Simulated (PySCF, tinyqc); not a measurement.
Ways to converge the cycle: SCF convergence aids in the 6-31g basis, for H3+, spin multiplicity 1. Computed by the program tinyqc with PySCF. RHF with one setting changed at a time; a run stops when the energy changes by less than 1e-09 hartree and the error matrix is below 1e-5. The start is random orbitals. Damping d keeps d of the old density; a shift (hartree) raises the virtual levels; DIIS n extrapolates F over n matrices.

Geometry (angstrom):
```
atom,x,y,z
H,0.0000,0.0000,0.0000
H,0.0000,0.0000,1.1980
H,0.0000,0.4820,-1.0960
```

lowest restricted solution found by these runs and by PySCF = -1.157194 hartree

Largest element of the error matrix X^T (FDS - SDF) X:
```
iteration,plain,damping 0.3,damping 0.6,shift 0.4,DIIS 3,DIIS 8
1,4.3e-01,4.3e-01,4.3e-01,4.3e-01,4.3e-01,4.3e-01
2,1.6e-01,2.0e-01,3.0e-01,2.1e-01,1.6e-01,1.6e-01
3,5.3e-02,1.3e-01,2.0e-01,1.5e-01,2.5e-02,2.5e-02
4,9.2e-03,6.8e-02,1.5e-01,1.0e-01,4.5e-03,4.5e-03
5,2.3e-03,3.2e-02,1.2e-01,6.1e-02,5.5e-04,5.4e-04
6,5.5e-04,1.4e-02,8.8e-02,3.1e-02,5.5e-05,3.8e-05
8,3.1e-05,2.4e-03,4.6e-02,1.0e-02,4.7e-07,4.7e-07
10,1.7e-06,4.7e-04,2.2e-02,2.8e-03,-,-
14,-,2.3e-05,4.7e-03,1.9e-04,-,-
20,-,2.4e-07,4.3e-04,-,-,-
30,-,-,1.0e-05,-,-,-
```

How each run ends:
```
run,iterations,E (hartree),state
plain,10,-1.157194,lowest found
damping 0.3,20,-1.157194,lowest found
damping 0.6,42,-1.157194,lowest found
shift 0.4,19,-1.157194,lowest found
DIIS 3,8,-1.157194,lowest found
DIIS 8,8,-1.157194,lowest found
```

What does the comparison show, and why?

6 of 6 runs reach the lowest restricted solution found, in 8 to 42 iterations (fastest: DIIS 3, DIIS 8). Plain steps already contract here, so damping only slows them. DIIS 3 and DIIS 8 gain by cancelling the error over several earlier matrices, much as a quasi-Newton step does. The restricted reference is unstable here: a spin-polarised solution lies 0.0036 hartree lower (PySCF), so results built on it describe a poor reference.
